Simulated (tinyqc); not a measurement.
From results back to parameters: trap in a gate oxide as a short-range spherical well. Four cases, with inputs chosen for the exercise.

Problem. In the Lucovsky model sigma goes as (h nu - Et)^(3/2)/(h nu)^3. The ratio of the cross-sections at h1 and h2 was computed from a hidden Et.

Find: Et.

Method. y = [ratio (h1/h2)^3]^(2/3), and Et = (h1 - y h2)/(1 - y): the plot of (sigma (h nu)^3)^(2/3) against h nu is a line through Et.

Case 1.

Values chosen (out of a larger set: near those of Al2O3 on GaAs; not measured data): h1 = 2.206 eV (first photon energy); h2 = 2.946 eV (second photon energy).

sigma(h1)/sigma(h2) = 0.829833

Solution.

Et = 1.480 eV

Case 2.

Values chosen (out of a larger set: near those of Al2O3 on GaAs; not measured data): h1 = 1.366 eV (first photon energy); h2 = 2.044 eV (second photon energy).

sigma(h1)/sigma(h2) = 0.800022

Solution.

Et = 0.942 eV

Case 3.

Values chosen (out of a larger set: near those of SiO2 on Si; not measured data): h1 = 3.282 eV (first photon energy); h2 = 5.451 eV (second photon energy).

sigma(h1)/sigma(h2) = 0.434794

Solution.

Et = 2.712 eV

Case 4.

Values chosen (out of a larger set: near those of HfO2 on Si; not measured data): h1 = 1.614 eV (first photon energy); h2 = 3.142 eV (second photon energy).

sigma(h1)/sigma(h2) = 0.263040

Solution.

Et = 1.428 eV

Computed by tinyqc, one run a case: `OMP_NUM_THREADS=1 python tinyqc.py N N+1 out.jsonl` with N = 1281798, 1281945, 1281977, 1282060; one thread of a shared Intel(R) Xeon(R) Processor @ 2.30GHz, about 0.01 s a run at most.
